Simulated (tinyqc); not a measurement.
From results back to parameters: quantum-confined Stark effect in a modulator well. Three cases, with inputs chosen for the exercise.

Problem. The shift of E_e + E_h was computed from a hidden field.

Envelopes on cells of 0.5 angstrom over the well |z| < L/2 and 45 angstrom of barrier on each side, psi = 0 beyond, psi'/m continuous (mean mass between points), c = hbar^2/2m0. The electron sees + e F z and the hole - e F z, each with its offset in the barriers; 1 kV/cm = 1e-5 eV/angstrom. Light holes, band mixing and escape by tunnelling are left out.

Constants: hbar^2/2m0 = 3.80998211 eV angstrom^2.

Find: F; local exponent d ln(shift)/d ln F.

Method. The shift grows steadily in size with F, so bisection finds one value; its slope is -e times the separation of the carriers.

Case 1.

Values chosen (near those of a GaAs well in AlGaAs; shifted at random, so the results belong to these values and not to a real crystal): L = 144 angstrom (well width); Vc = 0.263 eV (conduction offset); Vv = 0.135 eV (heavy-hole offset); me = 0.0652 m0 (electron, well); meb = 0.0908 m0 (electron, barrier); mh = 0.345 m0 (heavy hole along z, well); mhb = 0.38 m0 (heavy hole, barrier).

shift = -10.621 meV

Solution.

F = 38.0 kV/cm
local exponent d ln(shift)/d ln F = 1.73

Case 2.

Values chosen (near those of a Ge well in SiGe, direct gap; shifted at random, so the results belong to these values and not to a real crystal): L = 134 angstrom (well width); Vc = 0.378 eV (conduction offset); Vv = 0.113 eV (heavy-hole offset); me = 0.0411 m0 (electron, well); meb = 0.0552 m0 (electron, barrier); mh = 0.206 m0 (heavy hole along z, well); mhb = 0.24 m0 (heavy hole, barrier).

shift = -14.620 meV

Solution.

F = 58.0 kV/cm
local exponent d ln(shift)/d ln F = 1.76

Case 3.

Values chosen (near those of a Ge well in SiGe, direct gap; shifted at random, so the results belong to these values and not to a real crystal): L = 94 angstrom (well width); Vc = 0.365 eV (conduction offset); Vv = 0.115 eV (heavy-hole offset); me = 0.0408 m0 (electron, well); meb = 0.0561 m0 (electron, barrier); mh = 0.207 m0 (heavy hole along z, well); mhb = 0.224 m0 (heavy hole, barrier).

shift = -9.002 meV

Solution.

F = 74.0 kV/cm
local exponent d ln(shift)/d ln F = 1.90

Computed by tinyqc, one run a case: `OMP_NUM_THREADS=1 python tinyqc.py N N+1 out.jsonl` with N = 1251340, 1251430, 1251442; one thread of a shared Intel(R) Xeon(R) Processor @ 2.30GHz, about 0.1 s a run at most.
